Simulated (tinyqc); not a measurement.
Inside a calculation. Model: undoped symmetric double-gate MOSFET, analytic potential model.

Numbers from tinyqc (`OMP_NUM_THREADS=1 python tinyqc.py 2440129 2440130 out.jsonl`; about 0.01 s on one thread of a shared Intel Xeon 2.30GHz). Printed values are rounded.

An undoped body of thickness ts between two equal insulators and tied gates; long channel, electrons only, n = ni exp((psi - V)/Vt) with V the quasi-Fermi potential (0 at the source, Vd at the drain), constant mobility, no quantisation. Across the body psi(x) = V - 2 Vt ln[(ts/(2 beta)) sqrt(q ni/(2 eps0 eps_r Vt)) cos(2 beta x/ts)], x from the centre. Q is the electron charge per area of the whole body.

Inputs (values chosen for the exercise); material values close to those of silicon:
```
symbol,value,unit,meaning
T,300,K,temperature
Eg,1.13,eV,band gap
eps_r,11.7,,relative permittivity of the semiconductor
Nc,2.79e19,cm^-3,conduction-band density of states at T
Nv,2.63e19,cm^-3,valence-band density of states at T
eox,7.26,,relative permittivity of the gate insulator
tox,2.6,nm,insulator thickness
ts,10,nm,body thickness
dphi,0.01,V,gate work function less that of the intrinsic body
mu,370,cm^2/(V s),channel mobility
L,0.2,um,gate length
Vg,1.26,V,gate voltage
Vd,0.05,V,drain voltage
```

Constants: q = 1.602176634e-19 C, kB = 1.380649e-23 J/K, Vt = kB T/q, eps0 = 8.8541878128e-14 F/cm where lengths are in cm. Results are converted to the units shown.

Range of the model: The surface density at the source passes 0.3 Nc, where Boltzmann statistics fail.

## Constants of the body

ni = sqrt(Nc Nv) exp(-Eg/(2 Vt)), Eg in volts; r = eps_r tox/(eox ts); V0 = dphi + 2 Vt ln[(2/ts) sqrt(2 eps0 eps_r Vt/(q ni))].

ni = 8.733689e9 cm^-3
r = 0.4190083
V0 = 0.4972245 V

## Iteration 1: beta at the source by Newton steps in z = ln(tan beta)

z at the start = 0

With V = 0, t = exp(z), beta = arctan(t): f = ln(beta) + (1/2) ln(1 + t^2) + 2 r beta t - (Vg - V0)/(2 Vt); with c = t/(1 + t^2), df/dz = c/beta + t c + 2 r t (c + beta); z(new) = z - f/(df/dz).

beta = 0.7853982
f = -13.98955
df/dz = 2.213805
z after iteration 1 = 6.319235

## Iteration 2: beta at the source by Newton steps in z = ln(tan beta)

As before.

beta = 1.568995
f = 721.9500
df/dz = 731.7722
z after iteration 2 = 5.332657

The value that enters this step is an overshoot, farther from the solution than the start was, so its intermediate quantities are not physical.

## Course of the iteration: beta at the source by Newton steps in z = ln(tan beta)

Stop when z changes by less than 1e-11, or after 60 iterations.

Course of the iteration:

| iteration | z | \|change\| |
|---|---|---|
| 1 | 6.319235 | 6.32 |
| 2 | 5.332657 | 0.987 |
| 3 | 4.372196 | 0.960 |
| 4 | 3.484108 | 0.888 |
| 5 | 2.773081 | 0.711 |
| 6 | 2.380972 | 0.392 |
| 7 | 2.287758 | 0.0932 |
| 8 | 2.283493 | 4.26e-3 |
| 9 | 2.283484 | 8.41e-6 |
| 10 | 2.283484 | 3.26e-11 |
| 11 | 2.283484 | 0 |

Converged in 11 iterations. At the end the number of correct digits about doubles with each step.

## Charges and drain current

beta_s = 1.469219
beta_d = 1.461743

beta (between 0 and pi/2) solves (Vg - V0 - V)/(2 Vt) = ln(beta) - ln(cos beta) + 2 r beta tan(beta). Q = 8 eps0 eps_r Vt beta tan(beta)/ts; I = mu (1/L)(4 eps0 eps_r/ts)(2 Vt)^2 [g(beta_s) - g(beta_d)] per width, g = beta tan(beta) - beta^2/2 + r beta^2 tan^2(beta), with beta_s at V = 0 and beta_d at V = Vd.

Qs = 3088.232 nC/cm^2
Qd = 2860.388 nC/cm^2
g(beta_s) = 100.3922
g(beta_d) = 86.96769
I = 275.1133 uA/um

The term r beta^2 tan^2(beta), which gives the square law, makes up 86.7 % of g at the source.

## Potential and electron density across the body at the source

| point | x/ts |
|---|---|
| 0 | 0 |
| 1 | 0.1 |
| 2 | 0.2 |
| 3 | 0.3 |
| 4 | 0.4 |
| 5 | 0.45 |
| 6 | 0.5 |

psi(x) as above with V = 0 and beta = beta_s; n = ni exp(psi/Vt).

| point | psi (V) | n (cm^-3) |
|---|---|---|
| 0 | 0.5071166 | 2.886564e18 |
| 1 | 0.5093816 | 3.150884e18 |
| 2 | 0.5166121 | 4.167731e18 |
| 3 | 0.5305180 | 7.136868e18 |
| 4 | 0.5564422 | 1.945429e19 |
| 5 | 0.5796380 | 4.771866e19 |
| 6 | 0.6254491 | 2.807239e20 |

The density at the surface is 97.3 times that at the centre (1/cos^2 beta). It reaches 10 Nc, where Boltzmann statistics overestimate it.
